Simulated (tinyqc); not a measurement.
Global model of a low-pressure process discharge: electron temperature, density, ion flux and ion energy: one step, computed by the program tinyqc.

Maxwellian electrons with temperature T_e in eV, one positive ion, no negative ions, uniform bulk density n; rate constants have the Arrhenius form.

Task: Energy per pair and density. E_c = E_iz + (X0 exp(-E_ex/T_e) E_ex + K_el (3 m_0/M) T_e)/K_iz; wall potential V_s = (T_e/2) ln(M/(2 pi m_0)); E_T = E_c + 2 T_e + T_e/2 + V_s; n = P/(e u_B A_eff E_T); ion current density J = e h_L n u_B; ionised share n/n_g.

Inputs (values chosen for the exercise, of the order of those of an inductive discharge in a simple atomic gas):
```
quantity,value,unit
ion mass M,35.5,u
ionisation energy E_iz,17.3,eV
excitation prefactor X0,1.3e-14,m^3/s
excitation energy E_ex,10.8,eV
elastic rate constant K_el,1.5e-13,m^3/s
gas temperature T_g,500,K
radius R,10,cm
height L,12,cm
absorbed power P,880,W
```

T_e = 2.221715 eV

K_iz = 1.204046e-17 m^3/s

Bohm velocity u_B = 2457.314 m/s

A_eff = 139.1437 cm^2

h_L = 0.1184481

gas density n_g = 7.532689e+20 1/m^3

Constants: m_0 = 9.1093837015e-31 kg; u = 1.6605390666e-27 kg; e = 1.602176634e-19 C.

Give: collisional loss per pair E_c; wall potential V_s; E_T; plasma density n; ion current density J; ionised share.

Result:

collisional loss per pair E_c = 108.9 eV

wall potential V_s = 10.26 V

E_T = 124.7 eV

plasma density n = 1.288e+12 1/cm^3

ion current density J = 6.008 mA/cm^2

ionised share = 0.001710

Collisions take 87 % of the power and the walls the rest. T_e came from the particle balance alone; the power sets only n. Caution: at so short an ion path the formulas for h_L and h_R give way to the ambipolar-diffusion limit.
